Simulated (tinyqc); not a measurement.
# Changing the uniaxial anisotropy K_u

Model: domain walls in a thin film with perpendicular anisotropy: Bloch, Neel and chiral walls, motion and stripe domains. Computed by tinyqc, a small Python program. Command: `OMP_NUM_THREADS=1 python tinyqc.py 3011820 3011821 out.jsonl mwall sweep`. One thread of a shared host (Intel(R) Xeon(R) Processor @ 2.30GHz), about 0.03 s of CPU time with the checks.

One-dimensional wall: polar angle theta(x), azimuth phi of the moment in the wall (phi = 0 Neel, 90 degrees Bloch). mu_0 = 1.25663706212e-6 T m/A, gamma = 1.76085963023e11 rad/(s T).

Inputs (values chosen for the exercise, for a model film):

| quantity | value | unit |
|---|---|---|
| saturation magnetisation M_s | 898 | kA/m |
| exchange stiffness A | 18 | pJ/m |
| DMI constant D | 0.4 | mJ/m^2 |
| thickness t | 1.1 | nm |

Method:
- K_eff = K_u - mu_0 M_s^2/2; Delta = sqrt(A/K_eff); sigma_0 = 4 sqrt(A K_eff); profile theta = 2 arctan exp(x/Delta); quality factor Q = 2 K_u/(mu_0 M_s^2).
- sigma(phi) = sigma_0 + 2 Delta K_D cos^2(phi) - pi D cos(phi), with the wall shape anisotropy K_D = N_x mu_0 M_s^2/2, N_x = t ln 2/(pi Delta). The minimum has cos(phi) = D/D_N for D < D_N = 4 Delta K_D/pi and phi = 0 beyond; sigma turns negative at D_c = (sigma_0 + 2 Delta K_D)/pi.
- Dipolar length l = sigma/(mu_0 M_s^2); for t much smaller than the period the domain width is w = 0.955 t exp(pi l/t) (Kaplan and Gehring), given as log10 of w in nm.

One run for each value:

| uniaxial anisotropy K_u (kJ/m^3) | width parameter Delta (nm) | wall energy sigma (mJ/m^2) | D_c (mJ/m^2) | log10 of the domain width in nm | K_eff (kJ/m^3) |
|---|---|---|---|---|---|
| 547 | 21.13 | 2.40 | 1.163 | 2.96 | 40 |
| 692 | 9.86 | 6.29 | 2.404 | 7.73 | 185 |
| 837 | 7.38 | 8.74 | 3.183 | 10.72 | 330 |
| 982 | 6.15 | 10.69 | 3.803 | 13.11 | 475 |
| 1130 | 5.37 | 12.39 | 4.343 | 15.18 | 623 |
| 1270 | 4.86 | 13.82 | 4.798 | 16.93 | 763 |
| 1420 | 4.44 | 15.21 | 5.241 | 18.64 | 913 |
| 1560 | 4.13 | 16.41 | 5.622 | 20.10 | 1053 |
| 1710 | 3.87 | 17.61 | 6.004 | 21.57 | 1203 |

What does the table show?

Over the rows, width parameter Delta (nm) falls from 21.1 to 3.87 (exponent d ln y / d ln x -3.2 between the first rows and -0.73 between the last); wall energy sigma (mJ/m^2) rises from 2.40 to 17.6 (exponent d ln y / d ln x 4.1 between the first rows and 0.77 between the last); D_c (mJ/m^2) rises from 1.16 to 6.00 (exponent d ln y / d ln x 3.1 between the first rows and 0.72 between the last).

Extremes, crossings and ranges named in words are read from the listed rows.
